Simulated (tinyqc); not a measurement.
Capillary instabilities by surface diffusion: grooving and agglomeration of films, edge retraction, wire break-up and smoothing of roughness. From rim height H back to contact angle on the substrate theta. Computed by tinyqc, a small Python program. Command: `OMP_NUM_THREADS=1 python tinyqc.py 3014257 3014258 out.jsonl dewet inv`. One thread of a shared host (Intel(R) Xeon(R) Processor @ 2.30GHz), about 0.01 s of CPU time with the checks.

Isotropic surface energy; shapes change by surface diffusion alone.

Inputs (values chosen for the exercise, of the order of those of a copper film):
```
quantity                  value        unit
surface energy gamma_s     1.66       J/m^2
atomic volume Omega        11.8  angstrom^3
surface sites nu            9.4      1/nm^2
prefactor D0            2.3e-06       m^2/s
activation energy Q       0.954          eV
temperature T               703           K
time t                       38           s
film thickness h              3          nm
```

Constants: k_B = 8.617333262e-05 eV/K; k_B = 1.380649e-23 J/K.

Method. B = D_s nu gamma_s Omega^2/(k_B T), D_s = D0 exp(-Q/(k_B T)). A rim shaped as a circular segment with contact angle theta holds the area h x; its radius r obeys r^2 (theta - sin theta cos theta) = h x. To advance, the edge must carry a strip of the rim height H = r (1 - cos theta) over the rim, driven by the curvature 1/r over the distance r theta (the scaling argument of Brandon and Bradshaw): H dx/dt = B/(theta r^2) gives x^(5/2) = (5/2) B t c^(3/2)/(theta (1 - cos theta) h^(3/2)), c = theta - sin theta cos theta.

Problem. A run gave the result below. Find the contact angle on the substrate theta, known to lie between 56 and 140 degrees.

rim height H = 23.65297 nm

Solution.

Each step takes the trial c = (a f_b - b f_a)/(f_b - f_a), f being the result less the target and a, b, c the logarithms of the listed values; c replaces end b, the old b replaces a if the sign of f changed, and otherwise f_a is halved.

Scan of the range:
```
contact angle on the substrate theta (degrees)  rim height H (nm)
56.0                                                      17.4059
65.2                                                      19.4749
76.0                                                      21.7310
88.5                                                      24.1107
103.0                                                     26.5513
120.0                                                     28.9465
140.0                                                     31.0401
```

False position (Illinois rule, in the logarithm of the input) inside the bracket:
```
step    end a    end b    trial  rim height H (nm)
1     76.0000  88.5000  85.9456            23.6448
2     88.5000  85.9456  85.9898            23.6529
3     88.5000  85.9898  85.9901            23.6530
4     85.9898  85.9901  85.9900            23.6530
```

rim height H rises at every point of a 13-point scan of the range (every second point is shown), so one value fits; it is bracketed by 76.0 and 88.5. Answer: contact angle on the substrate theta = 85.99 degrees.
